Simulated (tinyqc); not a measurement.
# Composition and strain of an epitaxial Si(1-x)Ge(x) layer from Raman and X-ray peaks, step by step

A worked calculation. Computed by tinyqc, a small Python program that keeps every step. Command: `OMP_NUM_THREADS=1 python tinyqc.py 3004455 3004456 out.jsonl epiraman walk`. One thread of a shared host (Intel(R) Xeon(R) Processor @ 2.30GHz), about 0.01 s of CPU time with the checks. Intermediate numbers are printed to about 7 digits and carried at full precision; extremes and crossings named in words are read from the listed rows.

A (001) layer, biaxially strained in the plane. The Raman peaks follow empirical lines omega = w0 + c1 x + c3 x^3 + b eps (c3 for Si-Ge alone), with eps the in-plane strain.

Inputs (values chosen for the exercise, modelled on silicon-germanium): Ge fraction x = 0.13; degree of relaxation R = 0.75; lattice constant of Si = 5.431 angstrom; lattice constant of Ge = 5.658 angstrom; bowing B = 0.029 angstrom; 2 C12/C11 of Si = 0.773; 2 C12/C11 of Ge = 0.747; Si-Si: w0 = 520.6 1/cm; Si-Si: c1 = -65.2 1/cm; Si-Si: strain coefficient b = -708 1/cm; Si-Ge: w0 = 399.8 1/cm; Si-Ge: c1 = 25.3 1/cm; Si-Ge: c3 = -34.8 1/cm; Si-Ge: strain coefficient b = -572 1/cm; Ge-Ge: w0 = 280.1 1/cm; Ge-Ge: c1 = 18.7 1/cm; Ge-Ge: strain coefficient b = -461 1/cm; uncertainty of a Raman peak = 0.3 1/cm; X-ray wavelength = 1.540598 angstrom.

Substrate: silicon. Pair of peaks used: Si-Si and Si-Ge.

## Lattice constants and strain

Relaxed lattice constant a(x) = a_Si + (a_Ge - a_Si) x - B x (1 - x). In-plane constant a_par = a_sub + R (a(x) - a_sub); eps = a_par/a(x) - 1; eps_perp = -(2 C12/C11) eps with 2 C12/C11 linear in x; a_perp = a(x) (1 + eps_perp).

relaxed constant a(x) = 5.457230 angstrom

substrate constant a_sub = 5.431 angstrom

a_par = 5.450673 angstrom

in-plane strain eps = -1.201621 per mille

strain along the normal = 0.9247919 per mille

a_perp = 5.462277 angstrom

The layer is under compression in the plane and is stretched along the normal.

## Raman peaks

Insert x and eps in the three lines; the strain part is b eps.

Si-Si peak = 512.9747 1/cm

Si-Ge peak = 403.6999 1/cm

Ge-Ge peak = 283.0849 1/cm

strain parts (1/cm): Si-Si 0.8507480, Si-Ge 0.6873275, Ge-Ge 0.5539475

Read as unstrained, the Si-Si peak would give x = 0.117 in place of 0.13. Caution: near either end one of the like-atom peaks is weak, since its intensity follows the number of such bonds.

## X-ray (004) reflection

Bragg angle theta = arcsin(2 lambda/a) for (004), for the substrate with a_sub and the layer with a_perp; separation in arc seconds.

theta of the substrate = 34.56459 degree

theta of the layer = 34.33887 degree

separation, layer less substrate = -812.5873 arcsec

## Back from two peaks to composition and strain

Unknowns x and eps (per mille). Newton steps: J d = (measured - model), J = [d omega/dx, d omega/d eps] for the two peaks; start at x = 0.5, eps = 0; stop when |d| < 1e-9. The peaks are rounded to 0.001 per cm; R = (a(x)(1 + eps) - a_sub)/(a(x) - a_sub).

peaks used (1/cm): Si-Si 512.975, Si-Ge 403.700

Iterations:
```
step          x  eps (per mille)  residual 1 (1/cm)  residual 2 (1/cm)
0     0.5000000         0.000000             24.975      -4.400000e+00
1     0.0262225         8.354934              0.000       8.016220e+00
2     0.1291213        -1.121058              0.000       6.690140e-02
3     0.1299989        -1.201874              0.000       1.040498e-05
4     0.1299990        -1.201886              0.000                  0
```

recovered x = 0.1299990

recovered eps = -1.201886 per mille

recovered R = 0.75

## Which pair of peaks is best

For each pair invert J = [d omega/dx, d omega/d eps] at the true x. Independent errors of the given size in both peaks give sigma_x and sigma_eps = uncertainty x (norm of the rows of the inverse of J).

Error propagation:
```
pair                  det J      sigma_x  sigma_eps (per mille)
Si-Si and Si-Ge    53.95763  0.005060588              0.3854016
Si-Si and Ge-Ge     43.2968  0.005853952              0.4699794
Si-Ge and Ge-Ge  -0.1535300     1.435510               58.73811
```

The pair Si-Si and Si-Ge fixes x best (sigma_x = 0.0051) and Si-Ge and Ge-Ge worst (1.4), a factor 280. Strain moves all peaks the same way, so a good pair needs different ratios of composition slope to strain coefficient, best of opposite sign; the slopes here are -65.2, 23.5 and 18.7 per cm for Si-Si, Si-Ge and Ge-Ge. Errors in the coefficients themselves are not counted.

## Relaxation at fixed composition

(004) Bragg angle theta = arcsin(2 lambda/a), with a = a_perp for the layer and a_sub for the substrate; separation = layer less substrate. The apparent x is the one that a fully strained layer (R = 0) would need to give the same a_perp.

Signatures; columns: (1) R; (2) eps (per mille); (3) Si-Si (1/cm); (4) Ge-Ge (1/cm); (5) a_perp (angstrom); (6) (004) separation (arcsec); (7) apparent x if R = 0 is assumed:
```
(1)         (2)       (3)       (4)       (5)        (6)        (7)
0.00  -4.806486  515.5270  284.7468  5.477417  -1201.832  0.1300000
0.15  -4.085513  515.0165  284.4144  5.474389  -1124.195  0.1216504
0.30  -3.364540  514.5061  284.0821  5.471361  -1046.452  0.1132831
0.50  -2.403243  513.8255  283.6389  5.467324   -942.631  0.1020988
0.70  -1.441946  513.1449  283.1957  5.463286   -838.620  0.0908825
0.85  -0.720973  512.6344  282.8634  5.460258   -760.487  0.0824491
1.00   0.000000  512.1240  282.5310  5.457230   -682.247  0.0739973
```

Full relaxation moves the Si-Si peak by -3.40 per cm and shrinks the X-ray separation to 57 % of its strained value, about 1/(1 + 2 C12/C11). A symmetric reflection alone cannot part x from R: a relaxed layer read as strained gives x = 0.074 in place of 0.13. An asymmetric reflection or a second peak is needed.

Checks made by the program: recovered composition (relative difference 8e-06).
